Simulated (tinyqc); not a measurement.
What each parameter does: localisation in a chain with random site energies (transfer matrices).

Hopping -t; leads with site energy 0, E = -2t cos(ka). psi_(j+1) = ((e_j - E)/t) psi_j - psi_(j-1), a product of matrices M_j = [[(e_j - E)/t, -1], [1, 0]]. For M = M_N ... M_1 the transmission is T = 4 sin^2(ka)/|M21 - M12 + M22 exp(ika) - M11 exp(-ika)|^2. Long samples draw e_j = W (x_j/2147483647 - 1/2) from x_j = 16807 x_(j-1) mod 2147483647, starting at x0. The localisation length xi, in sites, is defined by ln T = -2N/xi on average; weak disorder gives xi = 24 (4t^2 - E^2)/W^2, and the mean free path for backscattering is xi/2.

Numerical xi = N/ln sqrt(psi_(N+1)^2 + psi_N^2) for N = 20000 sites from psi_1 = 1, psi_0 = 0; its statistical error is about xi sqrt(xi/N).

Inputs chosen for the exercise: t = 1 eV (hopping); E = -0.8 eV (energy); W = 2.33 eV (full width of the disorder); x0 = 8752 (start of the number sequence).

Numerical and weak-disorder xi.

One parameter was then changed.

Results before and after:

| case | numerical xi (sites) | weak-disorder xi (sites) |
|---|---|---|
| base | 14.63 | 14.85 |
| changed | 16.29 | 16.30 |

Which of these changes was made? (a) t = 1.15 eV; (b) E = -0.56 eV; (c) x0 = 8753; (d) W = 2.796 eV.
Answer: (b) E = -0.56 eV. Of the candidates, run in turn, only this one gives the changed row.

All candidates:

| case | numerical xi (sites) | weak-disorder xi (sites) |
|---|---|---|
| base | 14.63 | 14.85 |
| t = 1.15 eV | 19.74 | 20.56 |
| E = -0.56 eV | 16.29 | 16.30 |
| W = 2.796 eV | 9.99 | 10.32 |
| x0 = 8753 | 14.44 | 14.85 |

A new x0 is another sample of the same disorder; its shift is one draw of the statistical scatter, about xi sqrt(xi/N); the other rows share one sample, so their errors are correlated.

Computed by tinyqc, a small Python program: `OMP_NUM_THREADS=1 python tinyqc.py 1452584 1452585 out.jsonl` (the numbers bound the seed that draws the inputs); one thread of a shared host (Intel(R) Xeon(R) Processor @ 2.30GHz), about 0.04 s for the whole set of steps.
